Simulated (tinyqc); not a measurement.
IGBT as a p-i-n diode in series with a MOS channel, on-state and switching loss: two steps of the calculation.

High injection (n = p) in a drift layer from x = -W/2 (anode) to +W/2 (cathode side), recombination only in the layer with lifetime tau, ideal emitters. The channel feeds the cathode side and carries the whole current. Auger recombination, carrier-carrier scattering, emitter losses and the carrier dip under the p body are left out.

Values chosen for this exercise; material values close to those of silicon:

| symbol | value | unit | meaning |
|---|---|---|---|
| T | 350 | K | temperature |
| Eg | 1.11 | eV | band gap |
| Nc | 3.47e19 | cm^-3 | conduction-band density of states at T |
| Nv | 3.33e19 | cm^-3 | valence-band density of states at T |
| Nd | 1.2e14 | cm^-3 | doping of the drift layer |
| tau | 0.61 | us | high-injection lifetime |
| J | 250 | A/cm^2 | current density |
| Rch | 2.6 | mohm cm^2 | channel and accumulation resistance |

Constants: q = 1.602176634e-19 C, kB = 1.380649e-23 J/K, Vt = kB T/q. Results are converted to the units shown.

Question 1. Carrier profile. n(x) = (tau J/(2 q La))[cosh(x/La)/sinh y - B sinh(x/La)/cosh y]. x/La = (2 x/W) y.

| point | 2 x/W |
|---|---|
| 0 | -1 |
| 1 | -0.75 |
| 2 | -0.5 |
| 3 | -0.25 |
| 4 | 0 |
| 5 | 0.25 |
| 6 | 0.5 |
| 7 | 0.75 |
| 8 | 1 |

B = 0.48917102
La = 30.610521 um
y = 1.1433977

Give: n.

Answer 1.

| point | n (cm^-3) |
|---|---|
| 0 | 2.5266e17 |
| 1 | 1.9597e17 |
| 2 | 1.5540e17 |
| 3 | 1.2761e17 |
| 4 | 1.1032e17 |
| 5 | 1.0210e17 |
| 6 | 1.0229e17 |
| 7 | 1.1089e17 |
| 8 | 1.2861e17 |

The density is 1.96 times higher at the anode than at the cathode side, since holes are the slower carriers; its smallest listed value is 851 times Nd.

Question 2. On-state voltage. Vm = Vt [(8 b/(b + 1)^2)(sinh y/s) arctan(s sinh y) + B ln((1 + B tanh^2 y)/(1 - B tanh^2 y))], s = sqrt(1 - B^2 tanh^2 y); Vj = Vt ln(n(-W/2) n(W/2)/ni^2), ni = sqrt(Nc Nv) exp(-Eg/(2 Vt)), Eg in volts; Vc = J Rch; Von = Vm + Vj + Vc.

b = 2.9152047
B = 0.48917102
La = 30.610521 um
y = 1.1433977

Find: Vm; Vj; Vc; Von.

Answer 2.

Vm = 0.07430 V
Vj = 0.7939 V
Vc = 0.6500 V
Von = 1.518 V

Vm does not depend on J, since the carrier density grows with it. Junctions, layer and channel take 52, 4.9 and 43 % of Von.

Numbers from tinyqc (`OMP_NUM_THREADS=1 python tinyqc.py 2590066 2590067 out.jsonl`; about 0.01 s on one thread of a shared Intel Xeon 2.30GHz).
